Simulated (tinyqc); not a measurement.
## Slope factor and drain-induced lowering from three currents

Problem. With source and body at 0 V, I = A exp((Vg + dd Vd)/(nf Vt)) (1 - exp(-Vd/Vt)). Find nf, the swing nf Vt ln 10 and dd.

Values chosen for this exercise: temperature T = 378 K.

Constants: q = 1.602176634e-19 C, kB = 1.380649e-23 J/K, Vt = kB T/q. Results are converted to the units shown.

currents at (Vg, Vd) = (0, 0.05), (0, 0.8) and (0.11, 0.8) V (nA/um): [0.11481664, 0.28123160, 3.0846611]

Answer. The pair at equal Vd gives nf; the pair at equal Vg, after dividing out the factors 1 - exp(-Vd/Vt), gives dd.

nf = 1.41
swing = 106 mV/decade
dd = 0.0400

Program tinyqc, `OMP_NUM_THREADS=1 python tinyqc.py 2242107 2242108 out.jsonl`; Intel Xeon 2.30GHz, shared host, one thread, about 0.03 s.
